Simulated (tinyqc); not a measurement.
ROHF in the 3-21g basis, for H2-, spin multiplicity 2, step by step. The basis has no diffuse functions, so it cannot describe the extra electron: this is an exercise in the method, not the real anion. Computed by tinyqc, a small Python program that keeps every step (integrals from PySCF). Settings: charge = -1, multiplicity = 2, basis = 3-21g, energy threshold = 1e-10, iteration cap = 58, orthogonalisation = symmetric, start = highest core orbitals, DIIS depth = 3, method = ROHF. Command: `OMP_NUM_THREADS=1 python tinyqc.py 26410 26411 out.jsonl` (the two numbers bound the seeds that draw the settings). One thread of a shared host (Intel(R) Xeon(R) Processor @ 2.60GHz), about 0.08 s of CPU time with the checks. Later iterations appear only in the table of the cycle.

## One-electron integrals

Geometry (angstrom):
```
atom         x         y         z
H     0.000000  0.000000  0.000000
H     0.000000  0.000000  1.459000
```

Basis 3-21g: exponents (1/bohr^2) and contraction coefficients of normalised primitives:
```
element  l (shell)  exponent  coefficient
H            s (1)  5.447178     0.156285
H            s (1)  0.824547     0.904691
H            s (2)  0.183192     1.000000
```

Overlap, kinetic and nuclear-attraction integrals over the contracted functions; the nuclear repulsion is the sum of Za Zb / Rab.

nuclear repulsion = 0.36269857 hartree

overlap S:
```
          1H 1s     1H 2s     2H 1s     2H 2s
1H 1s  1.000000  0.645899  0.036319  0.204708
1H 2s  0.645899  1.000000  0.204708  0.498435
2H 1s  0.036319  0.204708  1.000000  0.645899
2H 2s  0.204708  0.498435  0.645899  1.000000
```

kinetic energy T (hartree):
```
           1H 1s     1H 2s      2H 1s     2H 2s
1H 1s   1.549405  0.293152  -0.051853  0.021665
1H 2s   0.293152  0.274788   0.021665  0.073387
2H 1s  -0.051853  0.021665   1.549405  0.293152
2H 2s   0.021665  0.073387   0.293152  0.274788
```

nuclear attraction V (hartree):
```
           1H 1s      1H 2s      2H 1s      2H 2s
1H 1s  -2.083616  -1.016909  -0.052855  -0.317436
1H 2s  -1.016909  -1.039077  -0.317436  -0.551043
2H 1s  -0.052855  -0.317436  -2.083616  -1.016909
2H 2s  -0.317436  -0.551043  -1.016909  -1.039077
```

core Hamiltonian H = T + V (hartree):
```
           1H 1s      1H 2s      2H 1s      2H 2s
1H 1s  -0.534212  -0.723757  -0.104708  -0.295771
1H 2s  -0.723757  -0.764289  -0.295771  -0.477656
2H 1s  -0.104708  -0.295771  -0.534212  -0.723757
2H 2s  -0.295771  -0.477656  -0.723757  -0.764289
```

## Two-electron integrals

Functions are numbered as in S; the eight-fold symmetry (ij|kl) = (ji|kl) = (kl|ij) leaves the list below.

Two-electron integrals (ij|kl) in chemists' order, unique and non-zero (hartree):
```
(11|11) 1.140145   (21|11) 0.611403   (21|21) 0.345152   (22|11) 0.626370
(22|21) 0.380329   (22|22) 0.482957   (31|11) 0.024703   (31|21) 0.015046
(31|22) 0.018822   (31|31) 0.001345   (32|11) 0.089283   (32|21) 0.056967
(32|22) 0.081533   (32|31) 0.005705   (32|32) 0.034299   (33|11) 0.362601
(33|21) 0.233884   (33|22) 0.351549   (33|31) 0.024703   (33|32) 0.183071
(33|33) 1.140145   (41|11) 0.183071   (41|21) 0.104676   (41|22) 0.117860
(41|31) 0.005705   (41|32) 0.021783   (41|33) 0.089283   (41|41) 0.034299
(42|11) 0.260546   (42|21) 0.161329   (42|22) 0.215479   (42|31) 0.011176
(42|32) 0.055842   (42|33) 0.260546   (42|41) 0.055842   (42|42) 0.119985
(43|11) 0.233884   (43|21) 0.150539   (43|22) 0.224384   (43|31) 0.015046
(43|32) 0.104676   (43|33) 0.611403   (43|41) 0.056967   (43|42) 0.161329
(43|43) 0.345152   (44|11) 0.351549   (44|21) 0.224384   (44|22) 0.328190
(44|31) 0.018822   (44|32) 0.117860   (44|33) 0.626370   (44|41) 0.081533
(44|42) 0.215479   (44|43) 0.380329   (44|44) 0.482957
```

## Orthogonalisation

S = U s U^T; symmetric (Loewdin) form X = U s^(-1/2) U^T, so that X^T S X = 1.

eigenvalues of S: 0.234589  0.385947  1.230656  2.148808

X:
```
           1H 1s      1H 2s      2H 1s      2H 2s
1H 1s   1.240349  -0.481377   0.027142   0.033852
1H 2s  -0.481377   1.388616   0.033852  -0.364255
2H 1s   0.027142   0.033852   1.240349  -0.481377
2H 2s   0.033852  -0.364255  -0.481377   1.388616
```

## Starting guess

The start is the highest orbitals of the core Hamiltonian (a deliberately bad start); D(s) = C_occ C_occ^T for each spin.

D(alpha) at the start:
```
           1H 1s      1H 2s      2H 1s      2H 2s
1H 1s   1.589472  -1.597757   0.067073   0.354177
1H 2s  -1.597757   1.718111   0.354177  -0.784548
2H 1s   0.067073   0.354177   1.589472  -1.597757
2H 2s   0.354177  -0.784548  -1.597757   1.718111
```

D(beta) at the start:
```
           1H 1s      1H 2s      2H 1s      2H 2s
1H 1s   0.828273  -0.621790   0.828273  -0.621790
1H 2s  -0.621790   0.466782  -0.621790   0.466782
2H 1s   0.828273  -0.621790   0.828273  -0.621790
2H 2s  -0.621790   0.466782  -0.621790   0.466782
```

## Iteration 1: building the Fock matrix

J_ij = sum D_kl (ij|kl) with D = D(alpha) + D(beta), K_ij = sum D_kl (ik|jl) for each spin; F = H + J - K(s); E = tr D H + tr D J / 2 - 0.5 sum_s tr D(s) K(s) + E_nn.

Coulomb J (hartree):
```
          1H 1s     1H 2s     2H 1s     2H 2s
1H 1s  1.750479  1.002397  0.057320  0.321299
1H 2s  1.002397  1.242293  0.321299  0.653136
2H 1s  0.057320  0.321299  1.750479  1.002397
2H 2s  0.321299  0.653136  1.002397  1.242293
```

exchange K(alpha) (hartree):
```
           1H 1s     1H 2s      2H 1s     2H 2s
1H 1s   0.473734  0.069506  -0.000173  0.017692
1H 2s   0.069506  0.086825   0.017692  0.039482
2H 1s  -0.000173  0.017692   0.473734  0.069506
2H 2s   0.017692  0.039482   0.069506  0.086825
```

exchange K(beta) (hartree):
```
           1H 1s      1H 2s      2H 1s      2H 2s
1H 1s   0.247432   0.032671   0.048298  -0.007977
1H 2s   0.032671   0.046831  -0.007977   0.030817
2H 1s   0.048298  -0.007977   0.247432   0.032671
2H 2s  -0.007977   0.030817   0.032671   0.046831
```

F(alpha) (hartree):
```
           1H 1s     1H 2s      2H 1s     2H 2s
1H 1s   0.742533  0.209135  -0.047216  0.007836
1H 2s   0.209135  0.391179   0.007836  0.135999
2H 1s  -0.047216  0.007836   0.742533  0.209135
2H 2s   0.007836  0.135999   0.209135  0.391179
```

F(beta) (hartree):
```
           1H 1s     1H 2s      2H 1s     2H 2s
1H 1s   0.968835  0.245969  -0.095686  0.033505
1H 2s   0.245969  0.431173   0.033505  0.144664
2H 1s  -0.095686  0.033505   0.968835  0.245969
2H 2s   0.033505  0.144664   0.245969  0.431173
```

total energy of this density = 2.55455093 hartree

## Iteration 1: Roothaan effective Fock matrix

With projectors Pc = D(beta) S, Po = (D(alpha) - D(beta)) S, Pv = 1 - D(alpha) S, the block xy is Px^T F Py; with Fc = (F(alpha) + F(beta))/2, the blocks are Fc for cc, oo, vv and cv, F(beta) for co and F(alpha) for ov.

effective F (hartree):
```
           1H 1s     1H 2s      2H 1s     2H 2s
1H 1s   0.831414  0.224243  -0.047181  0.023980
1H 2s   0.224243  0.420777   0.023980  0.130730
2H 1s  -0.047181  0.023980   0.831414  0.224243
2H 2s   0.023980  0.130730   0.224243  0.420777
```

## Iteration 1: diagonalisation and new density

Diagonalise F' = X^T F X, C = X C', fill 2 alpha and 1 beta electrons from the bottom; D(s) = C_occ C_occ^T. Each column has its largest component positive (the first on a tie).

F' = X^T F X (hartree):
```
           1          2          3          4
1   1.104283  -0.328887  -0.015531   0.003214
2  -0.328887   0.635439   0.003214  -0.127253
3  -0.015531   0.003214   1.104283  -0.328887
4   0.003214  -0.127253  -0.328887   0.635439
```

orbital energies (hartree): MO1 0.362205, MO2 0.564192, MO3 1.234733, MO4 1.318314

coefficients C:
```
            MO1        MO2        MO3        MO4
1H 1s  0.077832   0.127410   0.947285  -0.923272
1H 2s  0.531529   0.876993  -0.585041   0.948627
2H 1s  0.077832  -0.127410   0.947285   0.923272
2H 2s  0.531529  -0.876993  -0.585041  -0.948627
```

D(alpha) after iteration 1:
```
           1H 1s      1H 2s      2H 1s      2H 2s
1H 1s   0.022291   0.153107  -0.010175  -0.070367
1H 2s   0.153107   1.051639  -0.070367  -0.486593
2H 1s  -0.010175  -0.070367   0.022291   0.153107
2H 2s  -0.070367  -0.486593   0.153107   1.051639
```

D(beta) after iteration 1:
```
          1H 1s     1H 2s     2H 1s     2H 2s
1H 1s  0.006058  0.041370  0.006058  0.041370
1H 2s  0.041370  0.282523  0.041370  0.282523
2H 1s  0.006058  0.041370  0.006058  0.041370
2H 2s  0.041370  0.282523  0.041370  0.282523
```

## Iteration 2: building the Fock matrix

As before.

Coulomb J (hartree):
```
          1H 1s     1H 2s     2H 1s     2H 2s
1H 1s  1.553746  0.948207  0.058095  0.310525
1H 2s  0.948207  1.245467  0.310525  0.659700
2H 1s  0.058095  0.310525  1.553746  0.948207
2H 2s  0.310525  0.659700  0.948207  1.245467
```

exchange K(alpha) (hartree):
```
          1H 1s     1H 2s     2H 1s     2H 2s
1H 1s  0.483205  0.458299  0.031594  0.150018
1H 2s  0.458299  0.531058  0.150018  0.284101
2H 1s  0.031594  0.150018  0.483205  0.458299
2H 2s  0.150018  0.284101  0.458299  0.531058
```

exchange K(beta) (hartree):
```
          1H 1s     1H 2s     2H 1s     2H 2s
1H 1s  0.241016  0.266276  0.111834  0.191333
1H 2s  0.266276  0.351273  0.191333  0.296974
2H 1s  0.111834  0.191333  0.241016  0.266276
2H 2s  0.191333  0.296974  0.266276  0.351273
```

F(alpha) (hartree):
```
           1H 1s      1H 2s      2H 1s      2H 2s
1H 1s   0.536329  -0.233849  -0.078207  -0.135263
1H 2s  -0.233849  -0.049880  -0.135263  -0.102057
2H 1s  -0.078207  -0.135263   0.536329  -0.233849
2H 2s  -0.135263  -0.102057  -0.233849  -0.049880
```

F(beta) (hartree):
```
           1H 1s      1H 2s      2H 1s      2H 2s
1H 1s   0.778518  -0.041827  -0.158447  -0.176579
1H 2s  -0.041827   0.129905  -0.176579  -0.114929
2H 1s  -0.158447  -0.176579   0.778518  -0.041827
2H 2s  -0.176579  -0.114929  -0.041827   0.129905
```

total energy of this density = -0.89128084 hartree

## Iteration 2: Roothaan effective Fock matrix

As before.

effective F (hartree):
```
           1H 1s      1H 2s      2H 1s      2H 2s
1H 1s   0.638987  -0.145470  -0.099890  -0.148288
1H 2s  -0.145470   0.042620  -0.148288  -0.111100
2H 1s  -0.099890  -0.148288   0.638987  -0.145470
2H 2s  -0.148288  -0.111100  -0.145470   0.042620
```

## Iteration 2: DIIS over 2 matrices

error matrix X^T (FDS - SDF) X:
```
          1          2         3          4
1  0.000000  -0.186011  0.000000  -0.107956
2  0.186011   0.000000  0.107956   0.000000
3  0.000000  -0.107956  0.000000  -0.186011
4  0.107956   0.000000  0.186011   0.000000
```

B (overlaps of the stored error matrices):
```
               1              2
1  3.0703203e-01  2.3501812e-01
2  2.3501812e-01  1.8501812e-01
```

Minimise |sum c_i e_i|^2 with sum c_i = 1: solve [B -1; -1 0][c; lambda] = [0; -1] with B_ij = tr e_i^T e_j, and take F = sum c_i F_i.

DIIS coefficients: -2.271291  3.271291

extrapolated F (hartree):
```
           1H 1s      1H 2s      2H 1s      2H 2s
1H 1s   0.201928  -0.985196  -0.219608  -0.539559
1H 2s  -0.985196  -0.816287  -0.539559  -0.660367
2H 1s  -0.219608  -0.539559   0.201928  -0.985196
2H 2s  -0.539559  -0.660367  -0.985196  -0.816287
```

## Iteration 2: diagonalisation and new density

As before.

F' = X^T F X (hartree):
```
           1          2          3          4
1   1.270906  -1.393384   0.134734  -0.204719
2  -1.393384   0.141363  -0.204719  -0.296400
3   0.134734  -0.204719   1.270906  -1.393384
4  -0.204719  -0.296400  -1.393384   0.141363
```

orbital energies (hartree): MO1 -1.153141, MO2 -0.451931, MO3 2.025865, MO4 2.403745

coefficients C:
```
            MO1        MO2        MO3        MO4
1H 1s  0.206369   0.222383  -0.905103   0.927803
1H 2s  0.446723   0.773987   1.034385  -0.652100
2H 1s  0.206369  -0.222383   0.905103   0.927803
2H 2s  0.446723  -0.773987  -1.034385  -0.652100
```

D(alpha) after iteration 2:
```
           1H 1s      1H 2s      2H 1s      2H 2s
1H 1s   0.092042   0.264311  -0.006866  -0.079931
1H 2s   0.264311   0.798618  -0.079931  -0.399494
2H 1s  -0.006866  -0.079931   0.092042   0.264311
2H 2s  -0.079931  -0.399494   0.264311   0.798618
```

D(beta) after iteration 2:
```
          1H 1s     1H 2s     2H 1s     2H 2s
1H 1s  0.042588  0.092190  0.042588  0.092190
1H 2s  0.092190  0.199562  0.092190  0.199562
2H 1s  0.042588  0.092190  0.042588  0.092190
2H 2s  0.092190  0.199562  0.092190  0.199562
```

## Iteration 3: building the Fock matrix

As before.

Coulomb J (hartree):
```
          1H 1s     1H 2s     2H 1s     2H 2s
1H 1s  1.685404  1.011371  0.061590  0.330403
1H 2s  1.011371  1.292560  0.330403  0.685942
2H 1s  0.061590  0.330403  1.685404  1.011371
2H 2s  0.330403  0.685942  1.011371  1.292560
```

exchange K(alpha) (hartree):
```
          1H 1s     1H 2s     2H 1s     2H 2s
1H 1s  0.618673  0.523128  0.041047  0.171392
1H 2s  0.523128  0.535243  0.171392  0.286001
2H 1s  0.041047  0.171392  0.618673  0.523128
2H 2s  0.171392  0.286001  0.523128  0.535243
```

exchange K(beta) (hartree):
```
          1H 1s     1H 2s     2H 1s     2H 2s
1H 1s  0.318531  0.306743  0.138141  0.214166
1H 2s  0.306743  0.352539  0.214166  0.294841
2H 1s  0.138141  0.214166  0.318531  0.306743
2H 2s  0.214166  0.294841  0.306743  0.352539
```

F(alpha) (hartree):
```
           1H 1s      1H 2s      2H 1s      2H 2s
1H 1s   0.532520  -0.235515  -0.084164  -0.136761
1H 2s  -0.235515  -0.006971  -0.136761  -0.077714
2H 1s  -0.084164  -0.136761   0.532520  -0.235515
2H 2s  -0.136761  -0.077714  -0.235515  -0.006971
```

F(beta) (hartree):
```
           1H 1s      1H 2s      2H 1s      2H 2s
1H 1s   0.832662  -0.019130  -0.181259  -0.179534
1H 2s  -0.019130   0.175732  -0.179534  -0.086554
2H 1s  -0.181259  -0.179534   0.832662  -0.019130
2H 2s  -0.179534  -0.086554  -0.019130   0.175732
```

total energy of this density = -0.92230887 hartree

## Iteration 3: Roothaan effective Fock matrix

As before.

effective F (hartree):
```
           1H 1s      1H 2s      2H 1s      2H 2s
1H 1s   0.660151  -0.133916  -0.110272  -0.151554
1H 2s  -0.133916   0.090022  -0.151554  -0.087776
2H 1s  -0.110272  -0.151554   0.660151  -0.133916
2H 2s  -0.151554  -0.087776  -0.133916   0.090022
```

## Iteration 3: DIIS over 3 matrices

error matrix X^T (FDS - SDF) X:
```
           1         2          3         4
1   0.000000  0.070481   0.000000  0.028433
2  -0.070481  0.000000  -0.028433  0.000000
3   0.000000  0.028433   0.000000  0.070481
4  -0.028433  0.000000  -0.070481  0.000000
```

B (overlaps of the stored error matrices):
```
                1               2               3
1   3.0703203e-01   2.3501812e-01  -8.4197582e-02
2   2.3501812e-01   1.8501812e-01  -6.4718475e-02
3  -8.4197582e-02  -6.4718475e-02   2.3103711e-02
```

As before.

DIIS coefficients: 0.181875  0.040859  0.777266

extrapolated F (hartree):
```
           1H 1s      1H 2s      2H 1s      2H 2s
1H 1s   0.690435  -0.069248  -0.098374  -0.119495
1H 2s  -0.069248   0.148241  -0.119495  -0.048988
2H 1s  -0.098374  -0.119495   0.690435  -0.069248
2H 2s  -0.119495  -0.048988  -0.069248   0.148241
```

## Iteration 3: diagonalisation and new density

As before.

F' = X^T F X (hartree):
```
           1          2          3          4
1   1.167866  -0.607597   0.017303  -0.056600
2  -0.607597   0.560205  -0.056600  -0.164430
3   0.017303  -0.056600   1.167866  -0.607597
4  -0.056600  -0.164430  -0.607597   0.560205
```

orbital energies (hartree): MO1 0.017851, MO2 0.346879, MO3 1.528320, MO4 1.563093

coefficients C:
```
            MO1        MO2        MO3        MO4
1H 1s  0.168193   0.184603  -0.913557   0.935477
1H 2s  0.473058   0.816276   1.001350  -0.633255
2H 1s  0.168193  -0.184603   0.913557   0.935477
2H 2s  0.473058  -0.816276  -1.001350  -0.633255
```

D(alpha) after iteration 3:
```
           1H 1s      1H 2s      2H 1s      2H 2s
1H 1s   0.062367   0.230252  -0.005789  -0.071122
1H 2s   0.230252   0.890091  -0.071122  -0.442522
2H 1s  -0.005789  -0.071122   0.062367   0.230252
2H 2s  -0.071122  -0.442522   0.230252   0.890091
```

D(beta) after iteration 3:
```
          1H 1s     1H 2s     2H 1s     2H 2s
1H 1s  0.028289  0.079565  0.028289  0.079565
1H 2s  0.079565  0.223784  0.079565  0.223784
2H 1s  0.028289  0.079565  0.028289  0.079565
2H 2s  0.079565  0.223784  0.079565  0.223784
```

## Iteration 7 (converged): orbitals

converged F (hartree):
```
           1H 1s      1H 2s      2H 1s      2H 2s
1H 1s   0.653380  -0.139061  -0.109211  -0.151893
1H 2s  -0.139061   0.075130  -0.151893  -0.094834
2H 1s  -0.109211  -0.151893   0.653380  -0.139061
2H 2s  -0.151893  -0.094834  -0.139061   0.075130
```

As before.

F' = X^T F X (hartree):
```
           1          2          3          4
1   1.175934  -0.667578   0.024423  -0.068097
2  -0.667578   0.528277  -0.068097  -0.173205
3   0.024423  -0.068097   1.175934  -0.667578
4  -0.068097  -0.173205  -0.667578   0.528277
```

orbital energies (hartree): MO1 -0.070722, MO2 0.286177, MO3 1.566816, MO4 1.626151

coefficients C:
```
            MO1        MO2        MO3        MO4
1H 1s  0.175075   0.189052  -0.912647   0.934213
1H 2s  0.468384   0.811387   1.005316  -0.636720
2H 1s  0.175075  -0.189052   0.912647   0.934213
2H 2s  0.468384  -0.811387  -1.005316  -0.636720
```

D(alpha) after iteration 7:
```
           1H 1s      1H 2s      2H 1s      2H 2s
1H 1s   0.066392   0.235397  -0.005089  -0.071392
1H 2s   0.235397   0.877733  -0.071392  -0.438966
2H 1s  -0.005089  -0.071392   0.066392   0.235397
2H 2s  -0.071392  -0.438966   0.235397   0.877733
```

D(beta) after iteration 7:
```
          1H 1s     1H 2s     2H 1s     2H 2s
1H 1s  0.030651  0.082002  0.030651  0.082002
1H 2s  0.082002  0.219383  0.082002  0.219383
2H 1s  0.030651  0.082002  0.030651  0.082002
2H 2s  0.082002  0.219383  0.082002  0.219383
```

## Convergence

Stop when the energy changes by less than 1e-10 hartree and every element of the error matrix X^T (F D S - S D F) X is below 3e-06.

Course of the cycle:
```
iteration  E (hartree)     change  largest element of the error matrix
1           2.55455093          -                             2.59e-01
2          -0.89128084  -3.45e+00                             1.86e-01
3          -0.92230887  -3.10e-02                             7.05e-02
4          -0.92698572  -4.68e-03                             1.36e-02
5          -0.92717114  -1.85e-04                             8.13e-05
6          -0.92717115  -6.58e-09                             3.45e-07
7          -0.92717115  -1.46e-13                             2.18e-10
```

PySCF ROHF in the same basis = -0.92717115 hartree

Converged in 7 iterations.

## Populations, bond orders and dipole

Mulliken: Z minus the diagonal of D S on the atom; Loewdin: the same with S^(1/2) D S^(1/2); Mayer order: 2 sum_s sum (D(s) S)_ij (D(s) S)_ji over the two atoms.

Charges (e):
```
atom   Mulliken    Loewdin  Mulliken spin
1H    -0.500000  -0.500000       0.500000
2H    -0.500000  -0.500000       0.500000
```

Mayer bond orders:
```
pair     order
2-1   0.462501
```

dipole moment about the origin, x y z (debye): 0.000000  0.000000  -3.503938
